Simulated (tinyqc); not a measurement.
Conductance of a narrow metal strip with scatterers (square lattice, Green functions), step by step. Values are carried at full precision from step to step, so a last printed digit may differ when a step is redone from the rounded ones.

A strip of W sites across with hard walls, site energy 0 and hopping -t. Mode n = 1 to W has profile chi_n(j) = sqrt(2/(W + 1)) sin(n j pi/(W + 1)) and energy en = -2t cos(n pi/(W + 1)); E = en - 2t cos(kn a). With z_n = exp(i kn a) (Im k > 0 for closed modes, |z| < 1) each lead gives the self-energy -t z_n in mode n. One column carries the site energies v, here a uniform barrier across the strip, as of a grain boundary. In the mode basis V_nm = sum_j chi_n(j) v_j chi_m(j), G = (E - en + 2 t z_n - V)^-1, and t_nm = 2t sqrt(sin(kn a) sin(km a)) G_nm in size for open modes. T = sum |t_nm|^2, conductance (2e^2/h) T.

Constants: e^2/h = 3.874045865e-05 S.

Parameters, chosen for this exercise (hopping and spacing of the size met in Cu or Al; the lattice is a model; the results hold for these values, not for the real material):
- t = 1.15 eV (hopping)
- a = 2.64 angstrom (spacing)
- W = 5 (sites across)
- E = 0.58 eV (Fermi energy)
- v = (1.7, 1.7, 1.7, 1.7, 1.7) eV (site energies in the scattering column)

## Modes at the Fermi energy

For each n: en, cos(kn a) = (en - E)/(2t), z_n and the velocity 2 t a sin(kn a) (zero if closed).

Modes:
```
n  en (eV)  cos(k a)                  z  dE/dk (eV angstrom)
1  -1.9919  -1.11820           -0.61783               0.0000
2  -1.1500  -0.75217  -0.75217+0.65896i               4.0012
3   0.0000  -0.25217  -0.25217+0.96768i               5.8758
4   1.1500   0.24783   0.24783+0.96880i               5.8826
5   1.9919   0.61385   0.61385+0.78942i               4.7934
```

4 of 5 modes are open, so the clean strip has a resistance of 3227 ohm, whatever its length.

## The scatterer in the mode basis

Form V_nm.

V (eV), rows n=1, n=2, n=3, n=4, n=5 and columns alike:
$$\begin{pmatrix}
1.7000 & 0 & 0 & 0 & 0 \\
0 & 1.7000 & 0 & 0 & 0 \\
0 & 0 & 1.7000 & 0 & 0 \\
0 & 0 & 0 & 1.7000 & 0 \\
0 & 0 & 0 & 0 & 1.7000
\end{pmatrix}$$

A uniform column does not mix the modes.

## Green function and transmission

E - en + 2 t z_n = 2t (z_n - cos(kn a)). Invert, form |t_nm|^2 = (2t)^2 Im(z_n) Im(z_m) |G_nm|^2 and sum. The added resistance is 1/(2 (e^2/h) T) less the same for the clean strip.

G (1/eV), rows n=1, n=2, n=3, n=4, n=5 and columns alike:
$$\begin{pmatrix}
-1.8210 & 0.0000 & 0.0000 & 0.0000 & 0.0000 \\
0.0000 & -0.3277-0.2922i & 0.0000 & 0.0000 & 0.0000 \\
0.0000 & 0.0000 & -0.2167-0.2838i & 0.0000 & 0.0000 \\
0.0000 & 0.0000 & 0.0000 & -0.2164-0.2837i & 0.0000 \\
0.0000 & 0.0000 & 0.0000 & 0.0000 & -0.2748-0.2935i
\end{pmatrix}$$

|t_nm|^2, rows n=1, n=2, n=3, n=4, n=5 and columns alike:
$$\begin{pmatrix}
0 & 0 & 0 & 0 & 0 \\
0 & 0.4428 & 0 & 0 & 0 \\
0 & 0 & 0.6315 & 0 & 0 \\
0 & 0 & 0 & 0.6321 & 0 \\
0 & 0 & 0 & 0 & 0.5329
\end{pmatrix}$$

T = 2.2393
added resistance = 2537 ohm

Mode 2 passes least (0.443) and mode 4 most (0.632); 0.0 % of the transmitted flux changes mode.

## Checks

- Transmitted plus reflected flux against the number of open modes: both 4.00000.

tinyqc: `OMP_NUM_THREADS=1 python tinyqc.py 1482576 1482577 out.jsonl`; about 0.01 s, one thread, shared Intel(R) Xeon(R) Processor @ 2.30GHz.
